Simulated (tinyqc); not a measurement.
Core-level spacing from the offsets.

Question. For an overlayer B on a substrate A, dEv = (iB - iA) - (cB - vB) + (cA - vA) in binding energies, and dEc + dEv = EgB - EgA. Find dEv and the spacing iB - iA that a thin film must show.

Values chosen for this exercise: gap of the substrate A EgA = 1.12 eV; gap of the overlayer B EgB = 5.71 eV.

dEc = 1.8798953 eV
cA - vA = 87.110105 eV
cB - vB = 93.16 eV

Solution. The gaps give dEv, and the Kraut relation is solved for the spacing.

dEv = 2.7101 eV
iB - iA = 8.7600 eV

Computed by the program tinyqc: `OMP_NUM_THREADS=1 python tinyqc.py 2410045 2410046 out.jsonl`, one thread of a shared Intel Xeon 2.30GHz, about 0.01 s for the whole run.
